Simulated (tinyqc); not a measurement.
Conductance of a narrow metal strip with scatterers (square lattice, Green functions), step by step. Values are carried at full precision from step to step, so a last printed digit may differ when a step is redone from the rounded ones.

A strip of W sites across with hard walls, site energy 0 and hopping -t. Mode n = 1 to W has profile chi_n(j) = sqrt(2/(W + 1)) sin(n j pi/(W + 1)) and energy en = -2t cos(n pi/(W + 1)); E = en - 2t cos(kn a). With z_n = exp(i kn a) (Im k > 0 for closed modes, |z| < 1) each lead gives the self-energy -t z_n in mode n. One column carries the site energies v, here one foreign atom. In the mode basis V_nm = sum_j chi_n(j) v_j chi_m(j), G = (E - en + 2 t z_n - V)^-1, and t_nm = 2t sqrt(sin(kn a) sin(km a)) G_nm in size for open modes. T = sum |t_nm|^2, conductance (2e^2/h) T.

Constants: e^2/h = 3.874045865e-05 S.

Inputs chosen for the exercise (hopping and spacing of the size met in Cu or Al; the lattice is a model; not measured data):
```
symbol  value              unit      meaning
t       1.48               eV        hopping
a       2.46               angstrom  spacing
W       5                            sites across
E       -2.07              eV        Fermi energy
v       (0, 0, 1.5, 0, 0)  eV        site energies in the scattering column
```

## Modes at the Fermi energy

For each n: en, cos(kn a) = (en - E)/(2t), z_n and the velocity 2 t a sin(kn a) (zero if closed).

Modes:
```
n  en (eV)  cos(k a)                  z  dE/dk (eV angstrom)
1  -2.5634  -0.16670  -0.16670+0.98601i               7.1797
2  -1.4800   0.19932   0.19932+0.97993i               7.1355
3   0.0000   0.69932   0.69932+0.71480i               5.2049
4   1.4800   1.19932            0.53722               0.0000
5   2.5634   1.56535            0.36106               0.0000
```

3 of 5 modes are open, so the clean strip has a resistance of 4302 ohm, whatever its length.

## The scatterer in the mode basis

Form V_nm.

V (eV):
```
         n=1  n=2      n=3  n=4      n=5
n=1   0.5000    0  -0.5000    0   0.5000
n=2        0    0        0    0        0
n=3  -0.5000    0   0.5000    0  -0.5000
n=4        0    0        0    0        0
n=5   0.5000    0  -0.5000    0   0.5000
```

A single site couples every mode that has amplitude on it.

## Green function and transmission

E - en + 2 t z_n = 2t (z_n - cos(kn a)). Invert, form |t_nm|^2 = (2t)^2 Im(z_n) Im(z_m) |G_nm|^2 and sum. The added resistance is 1/(2 (e^2/h) T) less the same for the clean strip.

G (1/eV):
```
                 n=1       n=2              n=3      n=4              n=5
n=1  -0.0456-0.3263i    0.0000   0.0630-0.0225i   0.0000   0.0134+0.0374i
n=2           0.0000  -0.3448i           0.0000   0.0000           0.0000
n=3   0.0630-0.0225i    0.0000  -0.0869-0.4416i   0.0000  -0.0184-0.0516i
n=4           0.0000    0.0000           0.0000  -0.5103           0.0000
n=5   0.0134+0.0374i    0.0000  -0.0184-0.0516i   0.0000  -0.2499-0.0109i
```

|t_nm|^2:
```
        n=1     n=2     n=3  n=4  n=5
n=1  0.9248       0  0.0276    0    0
n=2       0  1.0000       0    0    0
n=3  0.0276       0  0.9067    0    0
n=4       0       0       0    0    0
n=5       0       0       0    0    0
```

T = 2.8867
added resistance = 169 ohm

Mode 3 passes least (0.934) and mode 2 most (1.000); 1.9 % of the transmitted flux changes mode.

## Checks

- Transmitted plus reflected flux against the number of open modes: both 3.00000.

(tinyqc, `OMP_NUM_THREADS=1 python tinyqc.py 1451479 1451480 out.jsonl`, Intel(R) Xeon(R) Processor @ 2.30GHz, 1 thread, shared host, about 0.01 s.)
